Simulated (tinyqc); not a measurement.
Hueckel theory of the pi electrons with the omega technique, for the molecule C=Cc1cccc(F)c1 (SMILES; centres numbered as the heavy atoms are written), step by step. Computed by tinyqc, a small Python program that keeps every step. Settings: charge = 0, omega = 1.4, damping = 0.5. Command: `OMP_NUM_THREADS=1 python tinyqc.py 20306 20307 out.jsonl` (the two numbers bound the seeds that draw the settings). One thread of a shared host (Intel(R) Xeon(R) Processor @ 2.60GHz), about 0.01 s of CPU time with the checks.

## The Hueckel matrix

Centres:

| centre | z_r, pi electrons of the neutral centre | h |
|---|---|---|
| 1C | 1 | 0.00000 |
| 2C | 1 | 0.00000 |
| 3C | 1 | 0.00000 |
| 4C | 1 | 0.00000 |
| 5C | 1 | 0.00000 |
| 6C | 1 | 0.00000 |
| 7C | 1 | 0.00000 |
| 8F | 2 | 3.05000 |
| 9C | 1 | 0.00000 |

Bonds:

| i | j | k |
|---|---|---|
| 1 | 2 | 1 |
| 2 | 3 | 1 |
| 3 | 4 | 1 |
| 4 | 5 | 1 |
| 5 | 6 | 1 |
| 6 | 7 | 1 |
| 7 | 8 | 0.79000 |
| 7 | 9 | 1 |
| 9 | 3 | 1 |

H_rr = alpha + h_r beta, H_rs = k_rs beta for bonded centres.

Hueckel matrix in units of beta (H = alpha + beta A):
```
         1C       2C       3C       4C       5C       6C       7C       8F
1C  0.00000  1.00000  0.00000  0.00000  0.00000  0.00000  0.00000  0.00000
2C  1.00000  0.00000  1.00000  0.00000  0.00000  0.00000  0.00000  0.00000
3C  0.00000  1.00000  0.00000  1.00000  0.00000  0.00000  0.00000  0.00000
4C  0.00000  0.00000  1.00000  0.00000  1.00000  0.00000  0.00000  0.00000
5C  0.00000  0.00000  0.00000  1.00000  0.00000  1.00000  0.00000  0.00000
6C  0.00000  0.00000  0.00000  0.00000  1.00000  0.00000  1.00000  0.00000
7C  0.00000  0.00000  0.00000  0.00000  0.00000  1.00000  0.00000  0.79000
8F  0.00000  0.00000  0.00000  0.00000  0.00000  0.00000  0.79000  3.05000
9C  0.00000  0.00000  1.00000  0.00000  0.00000  0.00000  1.00000  0.00000

         9C
1C  0.00000
2C  0.00000
3C  1.00000
4C  0.00000
5C  0.00000
6C  0.00000
7C  1.00000
8F  0.00000
9C  0.00000
```

## Orbitals, round 1

pi electrons, sum of z_r less the charge = 10

Diagonalise; E = alpha + x beta with beta < 0, so the largest x are filled first; degenerate levels share their electrons. P = sum n_i c_ri c_si; each orbital has its largest coefficient positive (the first on a tie).

x values: 3.29019  2.08493  1.37758  0.92544  0.65672  -0.66470  -1.03723  -1.43329  -2.14965

occupations: 2.00000  2.00000  2.00000  2.00000  2.00000  0.00000  0.00000  0.00000  0.00000

coefficients:
```
        MO1       MO2       MO3       MO4       MO5       MO6       MO7       MO8
1C  0.00428   0.15983  -0.35220  -0.07580   0.58689   0.59763  -0.03732  -0.34976
2C  0.01408   0.33323  -0.48518  -0.07014   0.38542  -0.39725   0.03871   0.50130
3C  0.04205   0.53493  -0.31618   0.01088  -0.33378  -0.33358  -0.00283  -0.36876
4C  0.02413   0.41358   0.08142  -0.46511  -0.33881   0.29200  -0.50500   0.03908
5C  0.03733   0.32735   0.42834  -0.44131   0.11128   0.13949   0.52663   0.31274
6C  0.09870   0.26893   0.50865   0.05670   0.41189  -0.38471  -0.04123  -0.48733
7C  0.28742   0.23335   0.27237   0.49379   0.15922   0.11623  -0.48386   0.38574
8F  0.94534  -0.19102  -0.12866  -0.18361  -0.05256  -0.02472   0.09352  -0.06797
9C  0.10013   0.36849  -0.03180   0.54532  -0.26581   0.32698   0.46922  -0.01185

         MO9
1C   0.13900
2C  -0.29880
3C   0.50331
4C  -0.38575
5C   0.32592
6C  -0.31487
7C   0.35093
8F  -0.05332
9C  -0.39739
```

charge and bond-order matrix P:
```
          1C        2C        3C        4C        5C        6C        7C        8F
1C   0.99959   0.91144   0.00063  -0.25213   0.00075   0.20339  -0.00277   0.00380
2C   0.91144   1.00022   0.40568   0.00138  -0.04874  -0.00202  -0.04723   0.00941
3C   0.00063   0.40568   0.99884   0.60907  -0.00139  -0.29936   0.00604  -0.01242
4C  -0.25213   0.00138   0.60907   1.01876   0.67744  -0.02181  -0.31598   0.07307
5C   0.00075  -0.04874  -0.00139   0.67744   0.99834   0.66082   0.00718  -0.01434
6C   0.20339  -0.00202  -0.29936  -0.02181   0.66082   1.02733   0.64649  -0.11113
7C  -0.00277  -0.04723   0.00604  -0.31598   0.00718   0.64649   0.96084   0.18611
8F   0.00380   0.00941  -0.01242   0.07307  -0.01434  -0.11113   0.18611   1.96636
9C  -0.25362  -0.00214   0.61208  -0.02270  -0.31899   0.02849   0.66612  -0.11559

          9C
1C  -0.25362
2C  -0.00214
3C   0.61208
4C  -0.02270
5C  -0.31899
6C   0.02849
7C   0.66612
8F  -0.11559
9C   1.02971
```

## Omega technique, round 1

h_r = h_r(0) + omega q_r, omega = 1.4, with q_r = z_r - P_rr; 0.5 of the old diagonal is kept.

matrix after round 1:
```
         1C        2C       3C        4C       5C        6C       7C       8F
1C  0.00029   1.00000  0.00000   0.00000  0.00000   0.00000  0.00000  0.00000
2C  1.00000  -0.00016  1.00000   0.00000  0.00000   0.00000  0.00000  0.00000
3C  0.00000   1.00000  0.00081   1.00000  0.00000   0.00000  0.00000  0.00000
4C  0.00000   0.00000  1.00000  -0.01313  1.00000   0.00000  0.00000  0.00000
5C  0.00000   0.00000  0.00000   1.00000  0.00116   1.00000  0.00000  0.00000
6C  0.00000   0.00000  0.00000   0.00000  1.00000  -0.01913  1.00000  0.00000
7C  0.00000   0.00000  0.00000   0.00000  0.00000   1.00000  0.02741  0.79000
8F  0.00000   0.00000  0.00000   0.00000  0.00000   0.00000  0.79000  3.07355
9C  0.00000   0.00000  1.00000   0.00000  0.00000   0.00000  1.00000  0.00000

          9C
1C   0.00000
2C   0.00000
3C   1.00000
4C   0.00000
5C   0.00000
6C   0.00000
7C   1.00000
8F   0.00000
9C  -0.02080
```

## Orbitals, round 2

As before.

x values: 3.31312  2.08121  1.37533  0.92420  0.65144  -0.67031  -1.03833  -1.43358  -2.15309

occupations: 2.00000  2.00000  2.00000  2.00000  2.00000  0.00000  0.00000  0.00000  0.00000

coefficients:
```
        MO1       MO2       MO3       MO4       MO5       MO6       MO7       MO8
1C  0.00408   0.16071  -0.35406  -0.06676   0.58837   0.59704  -0.02858  -0.34885
2C  0.01353   0.33443  -0.48684  -0.06168   0.38312  -0.40037   0.02968   0.50021
3C  0.04074   0.53535  -0.31559   0.00975  -0.33873  -0.32873  -0.00224  -0.36816
4C  0.02315   0.41182   0.07890  -0.46684  -0.33246   0.29711  -0.50521   0.03437
5C  0.03627   0.32715   0.42515  -0.44733   0.11778   0.13347   0.52017   0.31934
6C  0.09698   0.26866   0.50532   0.05394   0.40905  -0.38673  -0.03550  -0.49254
7C  0.28688   0.23713   0.27951   0.49821   0.15652   0.11836  -0.48398   0.37733
8F  0.94601  -0.18878  -0.13003  -0.18312  -0.05105  -0.02498   0.09299  -0.06614
9C  0.09827   0.36750  -0.02585   0.53752  -0.27105   0.32388   0.47785  -0.00649

         MO9
1C   0.13852
2C  -0.29830
3C   0.50368
4C  -0.38791
5C   0.32643
6C  -0.31530
7C   0.34641
8F  -0.05236
9C  -0.39868
```

charge and bond-order matrix P:
```
          1C        2C        3C        4C        5C        6C        7C        8F
1C   1.00368   0.91142  -0.00402  -0.25220   0.00273   0.20347  -0.00170   0.00350
2C   0.91142   0.99926   0.40571   0.00209  -0.04873  -0.00293  -0.04732   0.00941
3C  -0.00402   0.40571   1.00539   0.60916  -0.00362  -0.29946   0.00453  -0.01196
4C  -0.25220   0.00209   0.60916   1.00967   0.67758  -0.01683  -0.31654   0.07272
5C   0.00273  -0.04873  -0.00362   0.67758   1.00614   0.66060   0.00476  -0.01365
6C   0.20347  -0.00293  -0.29946  -0.01683   0.66060   1.01433   0.64733  -0.11088
7C  -0.00170  -0.04732   0.00453  -0.31654   0.00476   0.64733   0.97874   0.18211
8F   0.00350   0.00941  -0.01196   0.07272  -0.01365  -0.11088   0.18211   1.96723
9C  -0.25350  -0.00037   0.61191  -0.01849  -0.31915   0.02664   0.66698  -0.11530

          9C
1C  -0.25350
2C  -0.00037
3C   0.61191
4C  -0.01849
5C  -0.31915
6C   0.02664
7C   0.66698
8F  -0.11530
9C   1.01556
```

## Omega technique, round 2

As before.

matrix after round 2:
```
          1C       2C        3C        4C        5C        6C       7C       8F
1C  -0.00243  1.00000   0.00000   0.00000   0.00000   0.00000  0.00000  0.00000
2C   1.00000  0.00044   1.00000   0.00000   0.00000   0.00000  0.00000  0.00000
3C   0.00000  1.00000  -0.00337   1.00000   0.00000   0.00000  0.00000  0.00000
4C   0.00000  0.00000   1.00000  -0.01333   1.00000   0.00000  0.00000  0.00000
5C   0.00000  0.00000   0.00000   1.00000  -0.00372   1.00000  0.00000  0.00000
6C   0.00000  0.00000   0.00000   0.00000   1.00000  -0.01960  1.00000  0.00000
7C   0.00000  0.00000   0.00000   0.00000   0.00000   1.00000  0.02859  0.79000
8F   0.00000  0.00000   0.00000   0.00000   0.00000   0.00000  0.79000  3.08471
9C   0.00000  0.00000   1.00000   0.00000   0.00000   0.00000  1.00000  0.00000

          9C
1C   0.00000
2C   0.00000
3C   1.00000
4C   0.00000
5C   0.00000
6C   0.00000
7C   1.00000
8F   0.00000
9C  -0.02129
```

## Convergence

Each round sets h_r = h_r(0) + omega (z_r - P_rr), keeping the share named as damping of the old diagonal; repeat until output and input diagonals agree to 1e-6.

Rounds:

| round | sum n x | largest \|h(out) - h(in)\| |
|---|---|---|
| 1 | 16.66973 | 5.48e-02 |
| 2 | 16.69061 | 2.23e-02 |
| 3 | 16.70132 | 1.09e-02 |
| 4 | 16.70655 | 5.32e-03 |
| 5 | 16.70911 | 2.60e-03 |
| 6 | 16.71036 | 1.27e-03 |
| 7 | 16.71098 | 6.20e-04 |
| 8 | 16.71127 | 3.03e-04 |
| 9 | 16.71142 | 1.48e-04 |
| 10 | 16.71149 | 7.22e-05 |
| 11 | 16.71153 | 3.53e-05 |
| 12 | 16.71154 | 1.72e-05 |
| 13 | 16.71155 | 8.42e-06 |
| 14 | 16.71156 | 4.11e-06 |
| 15 | 16.71156 | 2.01e-06 |
| 16 | 16.71156 | 9.82e-07 |

Converged in 16 rounds.

## Energy, charges, bond orders

final x values: 3.33269  2.07865  1.37285  0.92277  0.64882  -0.67300  -1.04073  -1.43593  -2.15612

occupations: 2.00000  2.00000  2.00000  2.00000  2.00000  0.00000  0.00000  0.00000  0.00000

final P:
```
          1C        2C        3C        4C        5C        6C        7C        8F
1C   1.00216   0.91142  -0.00368  -0.25221   0.00254   0.20349  -0.00168   0.00345
2C   0.91142   1.00054   0.40572   0.00190  -0.04873  -0.00280  -0.04733   0.00937
3C  -0.00368   0.40572   1.00384   0.60917  -0.00320  -0.29949   0.00451  -0.01184
4C  -0.25221   0.00190   0.60917   1.01077   0.67760  -0.01611  -0.31661   0.07226
5C   0.00254  -0.04873  -0.00320   0.67760   1.00414   0.66058   0.00481  -0.01352
6C   0.20349  -0.00280  -0.29949  -0.01611   0.66058   1.01501   0.64748  -0.11039
7C  -0.00168  -0.04733   0.00451  -0.31661   0.00481   0.64748   0.97981   0.18101
8F   0.00345   0.00937  -0.01184   0.07226  -0.01352  -0.11039   0.18101   1.96759
9C  -0.25350  -0.00040   0.61189  -0.01794  -0.31919   0.02491   0.66714  -0.11477

          9C
1C  -0.25350
2C  -0.00040
3C   0.61189
4C  -0.01794
5C  -0.31919
6C   0.02491
7C   0.66714
8F  -0.11477
9C   1.01614
```

E = sum n x; q_r = z_r - P_rr; bond order p = P_rs; free valence = sqrt(3) - sum of p over the bonds of the atom.

pi energy = 10 alpha + this times beta = 16.71156

pi charges: 1C -0.00216, 2C -0.00054, 3C -0.00384, 4C -0.01077, 5C -0.00414, 6C -0.01501, 7C 0.02019, 8F 0.03241, 9C -0.01614

Bond orders and lengths from R = 1.517 - 0.180 p (angstrom, C-C alone):

| bond | p | R |
|---|---|---|
| 1-2 | 0.91142 | 1.35295 |
| 2-3 | 0.40572 | 1.44397 |
| 3-4 | 0.60917 | 1.40735 |
| 4-5 | 0.67760 | 1.39503 |
| 5-6 | 0.66058 | 1.39810 |
| 6-7 | 0.64748 | 1.40045 |
| 7-8 | 0.18101 | - |
| 7-9 | 0.66714 | 1.39692 |
| 9-3 | 0.61189 | 1.40686 |

free valence of the carbons: 1C 0.82063, 2C 0.41492, 3C 0.10527, 4C 0.44528, 5C 0.39387, 6C 0.42399, 7C 0.23642, 9C 0.45302

gap between the highest filled and the next level = 1.32182 |beta|
